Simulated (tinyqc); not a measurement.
# Changing the film thickness t

Model: Debye-Callaway model of lattice thermal conductivity. Computed by tinyqc, a small Python program. Command: `OMP_NUM_THREADS=1 python tinyqc.py 3014232 3014233 out.jsonl callaway sweep`. One thread of a shared host (Intel(R) Xeon(R) Processor @ 2.30GHz), about 0.03 s of CPU time with the checks.

Three acoustic branches with one velocity v, cut at omega_D = k_B Theta/hbar; x = hbar omega/(k_B T). v and Theta are separate inputs: Theta cuts off the heat-carrying modes, so C need not reach 3 k_B/V. gamma is an effective value that sets the umklapp rate. Heat flows along the film.

Inputs (values chosen for the exercise, for a model crystal):

| quantity | value | unit |
|---|---|---|
| sound velocity v | 6970 | m/s |
| Debye temperature Theta | 479 | K |
| volume per atom V | 35.7 | angstrom^3 |
| mean atomic mass M | 104 | u |
| effective Grueneisen parameter gamma | 1.64 | - |
| umklapp exponent divisor b | 2.5 | - |
| alloy fraction f | 0.46 | - |
| mass difference Delta M | 14.8 | u |
| specularity p | 0.2 | - |
| temperature T | 300 | K |

Sample: film. Point defects: alloy. Normal processes: left out.

Constants: k_B = 1.380649e-23 J/K; hbar = 1.054571817e-34 J s; u = 1.6605390666e-27 kg.

Method:
- For a random alloy on all sites Gamma = f (1 - f) (Delta M/M)^2, with M the mean mass; strain-field scattering is left out. A = V Gamma/(4 pi v^3).
- Rates: point defects A omega^4; umklapp B omega^2 T exp(-Theta/(b T)) with B = hbar gamma^2/(M v^2 Theta). Film: the bulk time tau of each mode, from the resistive rates above, is multiplied by the Fuchs-Sondheimer factor F = (3/2) int_0^1 (1 - u^2) [1 - (1 - p) (u/d) (1 - E)/(1 - p E)] du, with E = exp(-d/u), d = t/(v tau), by 48 Gauss-Legendre points in z with u = z^4; the boundary rate is defined as 1/(F tau) - 1/tau.
- kappa_1 = c int tau_C g dx, g = x^4 e^x/(e^x - 1)^2, c = (k_B/(2 pi^2 v)) (k_B T/hbar)^3, over 0 < x < min(Theta/T, 40), by 96 Gauss-Legendre points in s with x = x_max s^2; tau_C = tau_R, the inverse of the summed rates, and kappa = kappa_1.
- Heat capacity C = 3 c int g dx / v^2; grey free path 3 kappa/(C v); the median free path v tau_C halves kappa_1 when the quadrature points are ordered by free path (each counted at half its weight, interpolated in the logarithm); likewise at 10 % and 90 %.

One run for each value:

| film thickness t (micrometre) | kappa (W/(m K)) | grey free path (nm) | median free path (nm) |
|---|---|---|---|
| 0.015 | 23.01 | 22.01 | 27.2 |
| 0.038 | 35.43 | 33.89 | 50.4 |
| 0.095 | 50.49 | 48.30 | 91.7 |
| 0.24 | 68.06 | 65.10 | 165.3 |
| 0.6 | 86.97 | 83.19 | 287.1 |
| 1.5 | 106.33 | 101.70 | 474.5 |
| 3.8 | 125.07 | 119.63 | 739.0 |
| 24 | 154.96 | 148.23 | 1407.3 |
| 60 | 165.19 | 158.01 | 1733.2 |

Give the missing row, film thickness t (micrometre) = 9.5.

Computed row:
```
film thickness t (micrometre)  kappa (W/(m K))  grey free path (nm)  median free path (nm)
9.5                                     141.41               135.27                 1058.7
```

Interpolating between the two neighbouring rows (the first column on a logarithmic scale, the others too where they are positive) misses most in median free path (nm), by 3.9 %. Over the rows, kappa (W/(m K)) rises from 23.0 to 165 (exponent d ln y / d ln x 0.46 between the first rows and 0.070 between the last); grey free path (nm) rises from 22.0 to 158 (exponent d ln y / d ln x 0.46 between the first rows and 0.070 between the last); median free path (nm) rises from 27.2 to 1730 (exponent d ln y / d ln x 0.66 between the first rows and 0.23 between the last). Kappa falls to half its value in the last row at about 0.49 micrometre, against a grey free path of 0.16 and a median one of 1.7 micrometre in that row.
